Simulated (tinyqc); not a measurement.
Dopant redistribution at a moving silicon-oxide interface during parabolic oxidation. Changing the speed of oxidation. Computed by tinyqc, a small Python program. Command: `OMP_NUM_THREADS=1 python tinyqc.py 3017325 3017326 out.jsonl segox sweep`. One thread of a shared host (Intel(R) Xeon(R) Processor @ 2.30GHz), about 0.01 s of CPU time with the checks.

Uniformly doped silicon is oxidised with x_ox = sqrt(B t); the interface advances into the silicon by alpha x_ox, alpha = 0.44. The dopant does not move in the oxide, and at the interface C(silicon) = m C(oxide).

Inputs (values chosen for the exercise, modelled on boron in silicon under steam): dopant prefactor D0 = 0.845 cm^2/s; dopant activation energy E = 3.52 eV; oxidation activation energy E_B = 0.774 eV; segregation coefficient m = C(silicon)/C(oxide) = 0.21; bulk doping C_B = 4.2e+15 1/cm^3; temperature T = 975 C; time t = 0.43 h.

Constants: k_B = 8.617333262e-05 eV/K.

Method:
- D = D0 exp(-E/(k_B T)), converted with 1 cm^2/s = 3.6e11 um^2/h; B = B0 exp(-E_B/(k_B T)); s = alpha sqrt(B/(4 D)), the interface advance over 2 sqrt(D t).
- Temperatures in kelvin are T(C) + 273.15.
- With the dopant diffusivity D and s = alpha x_ox/(2 sqrt(D t)), in the silicon C = C_B + (C_s - C_B) erfc(y/(2 sqrt(D t)))/erfc(s), y from the original surface. Dopant balance at the interface gives C_s/C_B = 1/[1 + (1/(m alpha) - 1) g], g = sqrt(pi) s exp(s^2) erfc(s).
- Consumed silicon held alpha x_ox C_B; the oxide holds x_ox times the dopant concentration in the oxide; the difference is the excess in the silicon; 1 um = 1e-4 cm.

One run for each value:
```
oxidation prefactor B0 (um^2/h)  ratio C_s/C_B       s  excess in the silicon (1/cm^2)
12                                     0.15989   0.483                     -8.3940e+09
29                                     0.13114   0.752                     -7.4903e+09
68                                     0.11355   1.151                     -6.2623e+09
160                                    0.10312   1.765                     -4.8705e+09
370                                    0.09757   2.684                     -3.5724e+09
870                                    0.09474   4.116                     -2.4786e+09
2000                                   0.09345   6.241                     -1.6848e+09
4800                                   0.09284   9.669                     -1.1036e+09
11000                                  0.09259  14.636                     -7.3349e+08
```

Over the rows, ratio C_s/C_B falls from 0.160 to 0.0926 (exponent d ln y / d ln x -0.22 between the first rows and -0.0032 between the last); s rises from 0.483 to 14.6 (exponent d ln y / d ln x about 0.50 throughout); excess in the silicon (1/cm^2) rises from -8.39e9 to -7.33e8 (exponent d ln y / d ln x -0.13 between the first rows and -0.49 between the last). The exponent of s stays at 0.50: s scales as sqrt(B/D). The last row stands at 100 % of the limit m alpha = 0.092.

Caution (rows 12.0, 29.0, 68.0, 160, 370, 870): in this case the oxide is not much thicker than a typical Deal-Grove length A, so real growth is slower than parabolic. Caution (all rows): parabolic growth needs an oxide much thicker than the Deal-Grove length A, which fails for thin films and low temperatures; oxidation-enhanced or retarded diffusion is ignored.
